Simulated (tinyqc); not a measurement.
Comparisons within one model: two-band k.p model of the Delta valleys near the X point under shear strain. A value that a table varies takes the place of the one given here.

Valley pair on the [001] axis, kz counted from the X point, c = hbar^2/2m0, k0 = kx0 2 pi/a. H = (c kz^2/ml + c (kx^2 + ky^2)/mt + c k0^2/ml) 1 + (2 c k0 kz/ml) sigma_z + (D exy - 2 c kx ky/Mp) sigma_x, so E = c kz^2/ml + c (kx^2 + ky^2)/mt + c k0^2/ml -/+ sqrt((2 c k0 kz/ml)^2 + (D exy - 2 c kx ky/Mp)^2). Without strain the lower band has its minima, E = 0, at kz = +/- k0. Shifts from diagonal strain are left out.

For |eta| < 1: k_min = k0 sqrt(1 - eta^2), E_min = -Delta eta^2/2, ml(eta) = ml/(1 - eta^2), 1/m[110] = 1/mt + eta/Mp, 1/m[1-10] = 1/mt - eta/Mp. For |eta| > 1 the minimum sits at X: E_min = -Delta (2 |eta| - 1)/2, ml(eta) = ml/(1 - 1/|eta|), and eta is replaced by its sign in the transverse masses. Here Delta = 2 c k0^2/ml and eta = D exy/Delta.

s11 = (C11 + C12)/((C11 - C12)(C11 + 2 C12)), s12 = -C12/((C11 - C12)(C11 + 2 C12)), s44 = 1/C44; exx = s11 sxx + s12 (syy + szz) and cyclic, exy = s44 sxy/2; tension is positive. A uniaxial stress X along the unit vector n is s_ij = X n_i n_j.

Constants: hbar^2/2m0 = 3.80998211 eV angstrom^2; kB = 8.617333262e-05 eV/K.

Values chosen for the exercise (near those of Si; the results hold for these values, not for the real material): a = 5.417 angstrom (lattice constant); ml = 0.925 m0 (longitudinal mass); mt = 0.191 m0 (transverse mass); kx0 = 0.148 2 pi/a (distance of the minimum from X); D = 12.9 eV (shear deformation potential); Mp = 0.245 m0 (coupling mass); C11 = 165.2 GPa; C12 = 63.2 GPa; C44 = 79.4 GPa; Xu = 9.38 eV (uniaxial potential); T = 200 K (temperature); exy = 0.0016 (shear strain).

## Sweep of the shear strain

Delta = 2 c k0^2/ml, eta = D exy/Delta.

The minimum:
```
exy       eta  k_min/k0  E_min (meV)  ml(eta)  m[110]  m[1-10]  density-of-states mass
0.0000  0.000     1.000          0.0    0.925  0.1910   0.1910                   0.323
0.0019  0.101     0.995         -1.2    0.935  0.1771   0.2073                   0.325
0.0047  0.250     0.968         -7.6    0.987  0.1599   0.2372                   0.334
0.0094  0.500     0.866        -30.3    1.233  0.1375   0.3128                   0.376
0.0141  0.749     0.662        -68.1    2.109  0.1206   0.4593                   0.489
0.0169  0.898     0.440        -97.9    4.780  0.1123   0.6369                   0.699
0.0226  1.201     0.000       -170.2    5.528  0.1073   0.8666                   0.801
0.0301  1.599     0.000       -266.9    2.468  0.1073   0.8666                   0.612
```

The valleys reach X at eta = 1, that is exy = 0.0188. The shift is quadratic up to eta = 1 (-7.6 meV at eta = 0.25, -30.3 meV at 0.50) and linear beyond, while 1/m[110] rises linearly, taking m[110] from 0.191 to its floor 0.1073, a gain of 78 % in 1/m. ml(eta) diverges at eta = 1; the largest value listed is 5.53. A deformation-potential model with fixed masses misses all of this.

## Tension along [110]: repopulation and mass change

The z valleys move against the x and y valleys by Xu (ezz - exx) and, through the shear, by E_min. Share of the z valleys n = w/(w + 2 exp(dE/kT)), dE the total relative shift, w = sqrt(ml(eta) m[110] m[1-10]/(ml mt^2)). Along [110]: 1/m_c = n/m[110] + (1 - n)(1/ml + 1/mt)/2. Fixed masses means E_min = 0, w = 1, m[110] = mt. Gains are against 3/(1/ml + 2/mt) at a fixed scattering time.

Results:
```
X (GPa)  Xu (ezz - exx) (meV)  E_min (meV)  m[110]  m_c fixed masses  m_c with shear  gain fixed (%)  gain with shear (%)
0.00                      0.0          0.0  0.1910            0.2597          0.2597             0.0                  0.0
0.25                    -11.5         -0.2  0.1850            0.2390          0.2339             8.6                 11.0
0.50                    -23.0         -0.8  0.1793            0.2213          0.2095            17.3                 23.9
1.00                    -46.0         -3.4  0.1690            0.2007          0.1772            29.4                 46.5
1.50                    -69.0         -7.6  0.1597            0.1937          0.1615            34.1                 60.8
2.00                    -92.0        -13.6  0.1515            0.1917          0.1518            35.4                 71.1
3.00                   -137.9        -30.6  0.1373            0.1911          0.1373            35.9                 89.2
```

At 1 GPa repopulation alone gives 29.4 % and the shear terms raise it to 46.5 %. From 2 to 3 GPa the fixed-mass gain grows by 0.5 points, towards its ceiling of 36.0 % when all electrons sit in the z valleys, whereas the gain with shear grows by 18.1 points because m[110] keeps falling.

## What each parameter does

Delta = 2 c k0^2/ml, eta = D exy/Delta. Each row changes one parameter from the base and keeps the others.

Results:
```
case                     eta  E_min (meV)  ml(eta) (m0)  m[110] (m0)  m[1-10] (m0)
base                  0.0850        -0.88        0.9317       0.1791        0.2046
ml = 0.98975 m0       0.0910        -0.94        0.9980       0.1784        0.2056
mt = 0.20437 m0       0.0850        -0.88        0.9317       0.1908        0.2200
kx0 = 0.13764 2 pi/a  0.0983        -1.01        0.9340       0.1774        0.2069
D = 13.803 eV         0.0910        -1.00        0.9327       0.1784        0.2056
Mp = 0.22785 m0       0.0850        -0.88        0.9317       0.1783        0.2057
exy = 0.00171         0.0909        -1.00        0.9327       0.1784        0.2056
```

The largest shifts from the base row, up to three for each result and ties (the steps differ in size, so this ranks the rows, not the parameters). eta: kx0 +0.0133, ml +0.0060, D +0.0060; unchanged at the printed digits by mt and Mp. E_min (meV): kx0 -0.14, D -0.13, exy -0.12; unchanged at the printed digits by mt and Mp. ml(eta) (m0): ml +0.0663, kx0 +0.0023, D +0.0010, exy +0.0010; unchanged at the printed digits by mt and Mp. m[110] (m0): mt +0.0117, kx0 -0.0017, Mp -0.0008, ml -0.0008, D -0.0008, exy -0.0008. m[1-10] (m0): mt +0.0154, kx0 +0.0023, Mp +0.0011.

(tinyqc, `OMP_NUM_THREADS=1 python tinyqc.py 1051487 1051488 out.jsonl`, Intel(R) Xeon(R) Processor @ 2.30GHz, 1 thread, shared host, about 0.01 s.)
